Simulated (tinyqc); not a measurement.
Inside a calculation: carrier statistics of a doped semiconductor with parabolic bands. Values are carried at full precision from step to step, so a last printed digit may differ when a step is redone from the rounded ones.

Constants: kB = 8.617333262e-05 eV/K; hbar^2/2m0 = 3.80998211 eV angstrom^2.

Inputs chosen for the exercise (near those of SiC; not measured data): Eg0 = 3.311 eV (gap at 0 K); al = 0.000632 eV/K (Varshni alpha); be = 1375 K (Varshni beta); T = 300 K; ml = 0.319 m0 (longitudinal electron mass); mt = 0.424 m0 (transverse electron mass); Mv = 3 (equivalent valleys); mhh = 0.957 m0 (heavy-hole mass); mlh = 0.447 m0 (light-hole mass); ND = 5.5e+17 1/cm^3 (donors); NA = 2.5e+17 1/cm^3 (acceptors); ED = 0.0593 eV (donor level below Ec); EA = 0.192 eV (acceptor level above Ev).

## Gap and thermal energy

Eg(T) = Eg0 - al T^2/(T + be) (Varshni).

Eg = 3.27704 eV
kT = 0.025852 eV

The gap has shrunk by 34.0 meV from 0 K and is 126.8 kT wide.

## Effective densities of states

m_de = Mv^(2/3) (ml mt^2)^(1/3); m_dh = (mhh^(3/2) + mlh^(3/2))^(2/3); N = 2 (m kB T/(4 pi c))^(3/2) with c = hbar^2/2m0, in 1/angstrom^3; times 1e24 for 1/cm^3.

m_de = 0.8021 m0
m_dh = 1.1511 m0
Nc = 1.8028e+19 1/cm^3
Nv = 3.0993e+19 1/cm^3

The light holes supply 24.2 % of Nv, and Nc/Nv = 0.582.

## Intrinsic density and level

With Boltzmann statistics ni = sqrt(Nc Nv) exp(-Eg/2kT) and Ei = Eg/2 + (kT/2) ln(Nv/Nc), counted from Ev.

ni = 7.04e-09 1/cm^3
Ei = 1.6455 eV

Ei lies 7.0 meV above midgap, towards the band with the smaller density of states.

## Neutrality by bisection

Energies are counted from Ev, so Ec = Eg. n = Nc F_1/2((EF - Eg)/kT), p = Nv F_1/2(-EF/kT), ND+ = ND/(1 + 2 exp((EF - Eg + ED)/kT)), NA- = NA/(1 + 4 exp((EA - EF)/kT)); neutrality asks p + ND+ = n + NA-. F_j(eta) = (1/Gamma(j + 1)) integral_0^infinity x^j dx/(1 + exp(x - eta)), which tends to exp(eta) for eta << 0.

Start from the bracket [-0.2 eV, Eg + 0.2 eV]; at the midpoint EF take the sign of p + ND+ - n - NA-; where it is positive EF must rise. Fourteen steps are shown.

Bisection (eV, 1/cm^3):
```
step       low     high       EF         n         p       ND+       NA-  sign
1     -0.20000  3.47704  1.63852  5.37e-09  9.23e-09  5.50e+17  2.50e+17     +
2      1.63852  3.47704  2.55778  1.49e+07  3.33e-24  5.50e+17  2.50e+17     +
3      2.55778  3.47704  3.01741  7.84e+14  6.32e-32  5.50e+17  2.50e+17     +
4      3.01741  3.47704  3.24723  5.15e+18  8.71e-36  7.58e+16  2.50e+17     -
5      3.01741  3.24723  3.13232  6.67e+16  7.42e-34  5.12e+17  2.50e+17     +
6      3.13232  3.24723  3.18977  6.09e+17  8.04e-35  3.28e+17  2.50e+17     -
7      3.13232  3.18977  3.16105  2.02e+17  2.44e-34  4.50e+17  2.50e+17     -
8      3.13232  3.16105  3.14668  1.16e+17  4.26e-34  4.88e+17  2.50e+17     +
9      3.14668  3.16105  3.15386  1.53e+17  3.23e-34  4.70e+17  2.50e+17     +
10     3.15386  3.16105  3.15746  1.76e+17  2.81e-34  4.61e+17  2.50e+17     +
11     3.15746  3.16105  3.15925  1.89e+17  2.62e-34  4.55e+17  2.50e+17     +
12     3.15925  3.16105  3.16015  1.95e+17  2.53e-34  4.52e+17  2.50e+17     +
13     3.16015  3.16105  3.16060  1.99e+17  2.49e-34  4.51e+17  2.50e+17     +
14     3.16060  3.16105  3.16082  2.00e+17  2.46e-34  4.50e+17  2.50e+17     +
```

Each step halves the bracket, which is 0.449 meV wide at the last row.

## The neutral state

Solve the neutrality condition for EF to convergence.

EF = 3.1608 eV
n = 2.00e+17 1/cm^3
p = 2.46e-34 1/cm^3
ND+ = 4.50e+17 1/cm^3
NA- = 2.50e+17 1/cm^3

The material is n-type; 81.9 % of the donors are ionised. EF lies 4.50 kT inside the gap from the conduction edge, so Boltzmann statistics would serve; n p/(Nc Nv exp(-Eg/kT)) = 0.996.

## Checks

- F_1/2(1) by the trapezoid rule against adaptive quadrature: both 1.575641.
- Positive against negative charge at the solution (1/cm^3): both 4.50371e+17.

(tinyqc, `OMP_NUM_THREADS=1 python tinyqc.py 1651857 1651858 out.jsonl`, Intel(R) Xeon(R) Processor @ 2.30GHz, 1 thread, shared host, about 0.02 s.)
